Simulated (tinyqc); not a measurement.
Shape of the cross-section: round or elliptic silicon nanowire with anisotropic valleys (Ritz method).

Wire along x = [100] on a (001) wafer, y = [010], z = [001]. Valley groups, two valleys each (w = inverse masses): A, axis along z: w_y = 1/mt, w_z = 1/ml, m_x = mt; B, axis along y: w_y = 1/ml, w_z = 1/mt, m_x = mt; C, axis along x: w_y = w_z = 1/mt, m_x = ml.

Constants: hbar^2/2m0 = 3.80998211 eV angstrom^2.

Parameters, chosen for this exercise (near those of a Si nanowire; the results hold for these values, not for the real material): ml = 0.905 m0 (longitudinal mass); mt = 0.187 m0 (transverse mass); area = 47.8 nm^2 (cross-section, kept fixed); hw = 1.5 (height over mean width).

Equal area, hard walls, lowest level of -c (w_y d2/dy2 + w_z d2/dz2), c = hbar^2/2m0. Rectangle W x H with H/W = hw; ellipse with b/a = hw; trapezoid of height H, base W/0.8 and top 0.6 of the base; isosceles triangle of height H and base 2W. Ellipse, trapezoid and triangle by converged Ritz bases; 1 nm^2 = 100 angstrom^2.

Levels:

| shape | A (eV) | B (eV) | B - A (meV) |
|---|---|---|---|
| rectangle | 0.0689 | 0.0411 | -27.8 |
| ellipse | 0.0610 | 0.0377 | -23.3 |
| trapezoid | 0.0647 | 0.0419 | -22.8 |
| triangle | 0.0488 | 0.0553 | 6.5 |

W = 56.5 angstrom
H = 84.7 angstrom

How do the results move, and what explains it?

For group A the order is triangle, ellipse, trapezoid, rectangle, spanning 41 %. For group B the order is ellipse, rectangle, trapezoid, triangle, spanning 47 %. The ellipse lies below the rectangle for both groups, since corners hold little of the wave function. The triangle is lowest for A, whose light mass lies across the width and gains from the wide base. The spacing B - A of the valley groups runs from -28 to 6 meV.

Run: tinyqc, `OMP_NUM_THREADS=1 python tinyqc.py 1251818 1251819 out.jsonl`; Intel(R) Xeon(R) Processor @ 2.30GHz, one thread, shared host; about 0.04 s of CPU time with all checks.
